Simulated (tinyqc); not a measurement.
Thin-body transistor below threshold, two-dimensional Poisson equation on a small mesh: one step of the calculation.

A thin body on a thick buried insulator of low permittivity, taken as carrying no normal field at the bottom of the body (row 0). Mobile charge is neglected (subthreshold), the body is fully depleted, and potentials are counted from the intrinsic level; rows run upward to the gate, columns from source to drain.

Problem. Jacobi sweep. Free nodes: rows 0..4, columns 1..6, taken row by row from row 0, left to right. t = (up psi(above) + dn psi(below) + lat [psi(left) + psi(right)] + s)/(up + dn + 2 lat), with all neighbours from the previous sweep; psi(new) = t.

psi at the start (fixed values on the edges, free nodes linear between source and drain columns) (V):

|  | j=0 | j=1 | j=2 | j=3 | j=4 | j=5 | j=6 | j=7 |
|---|---|---|---|---|---|---|---|---|
| row 0 | 0.48000000 | 0.52285700 | 0.56571400 | 0.60857100 | 0.65142900 | 0.69428600 | 0.73714300 | 0.78000000 |
| row 1 | 0.48000000 | 0.52285700 | 0.56571400 | 0.60857100 | 0.65142900 | 0.69428600 | 0.73714300 | 0.78000000 |
| row 2 | 0.48000000 | 0.52285700 | 0.56571400 | 0.60857100 | 0.65142900 | 0.69428600 | 0.73714300 | 0.78000000 |
| row 3 | 0.48000000 | 0.52285700 | 0.56571400 | 0.60857100 | 0.65142900 | 0.69428600 | 0.73714300 | 0.78000000 |
| row 4 | 0.26500000 | 0.28642900 | 0.30785700 | 0.32928600 | 0.35071400 | 0.37214300 | 0.39357100 | 0.41500000 |
| row 5 | 0.05000000 | 0.05000000 | 0.05000000 | 0.05000000 | 0.05000000 | 0.05000000 | 0.05000000 | 0.05000000 |

| row | up | dn | lat | s (V) |
|---|---|---|---|---|
| 0 | 36.771429 | 0 | 1.8613636 | -0.31847426 |
| 1 | 36.771429 | 36.771429 | 3.7227273 | -0.63694851 |
| 2 | 36.771429 | 36.771429 | 3.7227273 | -0.63694851 |
| 3 | 62.857143 | 36.771429 | 6.8329545 | -0.31847426 |
| 4 | 62.857143 | 62.857143 | 9.9431818 | 0 |

Give: psi after iteration 1.

Solution.

psi after iteration 1 (V):

|  | j=0 | j=1 | j=2 | j=3 | j=4 | j=5 | j=6 | j=7 |
|---|---|---|---|---|---|---|---|---|
| row 0 | 0.4800 | 0.5150 | 0.5578 | 0.6007 | 0.6436 | 0.6864 | 0.7293 | 0.7800 |
| row 1 | 0.4800 | 0.5150 | 0.5578 | 0.6007 | 0.6436 | 0.6864 | 0.7293 | 0.7800 |
| row 2 | 0.4800 | 0.5150 | 0.5578 | 0.6007 | 0.6436 | 0.6864 | 0.7293 | 0.7800 |
| row 3 | 0.4800 | 0.3889 | 0.4198 | 0.4508 | 0.4818 | 0.5127 | 0.5437 | 0.7800 |
| row 4 | 0.2650 | 0.2864 | 0.3079 | 0.3293 | 0.3507 | 0.3721 | 0.3936 | 0.4150 |
| row 5 | 0.0500 | 0.0500 | 0.0500 | 0.0500 | 0.0500 | 0.0500 | 0.0500 | 0.0500 |

Program tinyqc, `OMP_NUM_THREADS=1 python tinyqc.py 2480159 2480160 out.jsonl`; Intel Xeon 2.30GHz, shared host, one thread, about 0.1 s.
